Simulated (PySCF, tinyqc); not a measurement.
Worked calculation: RHF in the sto-6g basis, for H4, spin multiplicity 1. The lowest restricted solution is unstable here: a spin-polarised one lies 0.1897 hartree lower (PySCF). One step of it, computed by the program tinyqc.

Question. Iteration 3: DIIS coefficients. Solve [B -1; -1 0][c; lambda] = [0; -1] for the coefficients, which sum to one.

B (overlaps of the stored error matrices):
```
               1              2
1  4.9092845e-03  2.0873666e-03
2  2.0873666e-03  9.0602214e-04
```

Give: DIIS coefficients.

Answer.

DIIS coefficients: -0.7201  1.7201
